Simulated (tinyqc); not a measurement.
Inside a calculation. Method: Hueckel theory of the pi electrons with the omega technique, for the molecule [CH2]C([CH2])=C(N)C=O (SMILES; centres numbered as the heavy atoms are written). Computed by tinyqc, a small Python program that keeps every step. Settings: charge = 0, omega = 1.4, damping = 0. Command: `OMP_NUM_THREADS=1 python tinyqc.py 31876 31877 out.jsonl` (the two numbers bound the seeds that draw the settings). One thread of a shared host (Intel(R) Xeon(R) Processor @ 2.60GHz), about 0.01 s of CPU time with the checks.

Centres:
```
centre  z_r, pi electrons of the neutral centre       h
1C                                            1  0.0000
2C                                            1  0.0000
3C                                            1  0.0000
4C                                            1  0.0000
5N                                            2  1.5000
6C                                            1  0.0000
7O                                            1  1.0000
```

Bonds:
```
i  j       k
1  2       1
2  3       1
2  4       1
4  5  0.8000
4  6       1
6  7       1
```

Each round sets h_r = h_r(0) + omega (z_r - P_rr), keeping the share named as damping of the old diagonal; repeat until output and input diagonals agree to 1e-6.

Rounds:
```
round  sum n x  largest |h(out) - h(in)|
1      10.9200                  1.10e+00
2      11.4024                  1.61e+00
3      12.6667                  1.68e+00
4      12.0206                  1.83e+00
5      13.1203                  1.90e+00
6      12.2726                  1.95e+00
7      13.3016                  1.97e+00
8      12.3645                  1.98e+00
9      13.3672                  1.98e+00
10     12.3963                  1.99e+00
11     13.3907                  1.99e+00
12     12.4074                  1.99e+00
13     13.3993                  1.99e+00
14     12.4114                  1.99e+00
15     13.4025                  1.99e+00
16     12.4129                  1.99e+00
17     13.4037                  1.99e+00
18     12.4134                  1.99e+00
19     13.4042                  1.99e+00
20     12.4137                  1.99e+00
21     13.4044                  1.99e+00
22     12.4137                  1.99e+00
23     13.4045                  1.99e+00
24     12.4138                  1.99e+00
25     13.4045                  1.99e+00
26     12.4138                  1.99e+00
27     13.4045                  1.99e+00
28     12.4138                  1.99e+00
29     13.4045                  1.99e+00
30     12.4138                  1.99e+00
31     13.4045                  1.99e+00
32     12.4138                  1.99e+00
33     13.4045                  1.99e+00
34     12.4138                  1.99e+00
35     13.4045                  1.99e+00
36     12.4138                  1.99e+00
37     13.4045                  1.99e+00
38     12.4138                  1.99e+00
39     13.4045                  1.99e+00
40     12.4138                  1.99e+00
```

Can the last value be used, and what does the course show?

Not by the stop rule. Not converged within 40 rounds: the residual has stopped falling: the iteration swings between two states. Reruns: damping 0.5: not converged; damping 0.8: not converged.
